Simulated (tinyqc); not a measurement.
A double barrier with mass mismatch, transfer matrices: one step of the calculation.

One electron of energy E comes from the left lead (band edge 0); no transverse momentum. Parabolic bands, masses in units of m0, C = hbar^2/(2 m0); psi and psi'/m are continuous at every interface. Barrier d1, well Lw, barrier d2; the right lead equals the left one.

Question. Matrices of the layers. For the pair (psi, psi'/m) a flat layer has M = [[cos kd, (m/k) sin kd], [-(k/m) sin kd, cos kd]] with k = sqrt(m (E - U)/C) above its edge U, and M = [[cosh Kd, (m/K) sinh Kd], [(K/m) sinh Kd, cosh Kd]] with K = sqrt(m (U - E)/C) below it. M12 is in nm, M21 in 1/nm.

Parameters, values chosen for the exercise; masses and offsets close to those of GaN wells and AlGaN barriers:
- mL = 0.2 m0 (mass in the left lead)
- U1 = 0.6 eV (barrier height)
- m1 = 0.28 m0 (barrier mass)
- d1 = 0.8 nm (width of the first barrier)
- Lw = 3.4 nm (well width (edge 0, mass mL))
- d2 = 0.8 nm (width of the second barrier)
- E = 0.225 eV (electron energy)

Constants: q = 1.602176634e-19 C, hbar = 1.054571817e-34 J s, m0 = 9.1093837015e-31 kg, hbar^2/(2 m0) = 0.0380998212 eV nm^2. Results are converted to the units shown.

Give: M of layer 1; M of layer 2; M of layer 3.

Answer.

M of layer 1:
```
       1       2
1  2.019  0.2959
2  10.40   2.019
```

M of layer 2:
```
         1         2
1  -0.8507  -0.09674
2    2.856   -0.8507
```

M of layer 3:
```
       1       2
1  2.019  0.2959
2  10.40   2.019
```

Range of the model: Masses are held fixed, although real bands cease to be parabolic a few tenths of an eV from their edges (inside a barrier too).

Program tinyqc, `OMP_NUM_THREADS=1 python tinyqc.py 2560026 2560027 out.jsonl`; Intel Xeon 2.30GHz, shared host, one thread, about 0.06 s.
